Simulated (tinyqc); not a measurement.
Equation-of-state fits to an energy-volume table made by a known binding curve. Changing the noise amplitude. Computed by tinyqc, a small Python program. Command: `OMP_NUM_THREADS=1 python tinyqc.py 3014846 3014847 out.jsonl eosfit sweep`. One thread of a shared host (Intel(R) Xeon(R) Processor @ 2.30GHz), about 0.04 s of CPU time with the checks.

With x = (V/V_0)^(1/3), the energy per atom is E = D [exp(-2 eta (x - 1)) - 2 exp(-eta (x - 1))], so that B0 = 2 D eta^2/(9 V_0) and B' = 1 + eta. B' = dB/dP at P = 0.

Inputs (values chosen for the exercise, for a model crystal): cohesive energy D = 6.84 eV/atom; true volume V_0 = 39.9 angstrom^3/atom; stiffness eta = 3.37; half-width of the volume window w = 0.06; shift of the window centre s = -0.014; points N = 9; compression V/V_0 for the pressure test = 0.85.

Binding curve: Morse. Noise: added.

numbers xi_j, drawn evenly from -1 to 1: [-0.3891, -0.1647, -0.2224, 0.8485, 0.0818, 0.8654, 0.9081, 0.6883, -0.8307, 0.9717, 0.1918, 0.5462, -0.2311, -0.3812, -0.7475, 0.4011, -0.9402, -0.0675, 0.8108, 0.4383, 0.1574]

Constants: 1 eV/angstrom^3 = 160.2176634 GPa.

Method:
- B0 and B' from the formulas above; P = -dE/dV at V = c V_0 (c the compression chosen), from the curve itself.
- Table: V_j = V_0 [1 + s + w (2 j/(N - 1) - 1)], j = 0..N-1, rounded to 0.001; E_j from the curve plus the noise amplitude times the listed numbers xi_j (xi_0 first), rounded to 1e-7 eV.
- Third-order Birch-Murnaghan is a cubic in u = V^(-2/3): fit it by linear least squares, find the minimum, and take B0 = V E''(V), B' = -1 - V E'''/E'' there.
- Errors are fitted minus exact, relative; the pressure at c V_0 uses P = (3 B0/2) (x^7 - x^5) [1 + (3/4)(B' - 4)(x^2 - 1)], x = (V0/V)^(1/3) with the fitted values.

One run for each value:
```
noise amplitude (meV)  error of B0 (%)  error of B' (%)  root-mean-square residual (meV)
0.0040                         -0.0613           -0.434                          0.00257
0.0079                         -0.0888           -0.234                          0.00363
0.0160                         -0.1469            0.191                          0.00608
0.0310                         -0.2539            0.974                          0.01070
0.0620                         -0.4753            2.603                          0.02045
0.1200                         -0.8887            5.662                          0.03873
0.2400                         -1.7424           12.074                          0.07658
0.4800                         -3.4420           25.244                          0.15231
```

What does the table show, and why?

Over the rows, error of B0 (%) falls from -0.0613 to -3.44 (exponent d ln y / d ln x 0.54 between the first rows and 0.98 between the last); error of B' (%) rises from -0.434 to 25.2; root-mean-square residual (meV) rises from 0.00257 to 0.152 (exponent d ln y / d ln x 0.51 between the first rows and 0.99 between the last). Over the rows the error moves by 3.4 points in B0 and 26 in B', which rests on the third derivative.

Extremes, crossings and ranges named in words are read from the listed rows.
